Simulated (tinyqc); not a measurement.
# Trap density from the leakage

Problem. Trap-assisted leakage is J = q Nt times the integral over x of the rate through one trap. Find Nt, the areal density Nt t and the mean in-plane spacing (Nt t)^(-1/2).

Values chosen for this exercise:
```
symbol,value,unit,meaning
t,6.8,nm,thickness
```

Constants: q = 1.602176634e-19 C. Results are converted to the units shown.

J = 0.46091811 A/cm^2
integral of the rate over x = 2.3973538e8 nm/s

Answer. J is proportional to Nt.

Nt = 1.20e17 cm^-3
Nt t = 8.16e10 cm^-2
in-plane spacing = 35.0 nm

Program tinyqc, `OMP_NUM_THREADS=1 python tinyqc.py 2370061 2370062 out.jsonl`; Intel Xeon 2.30GHz, shared host, one thread, about 0.04 s.
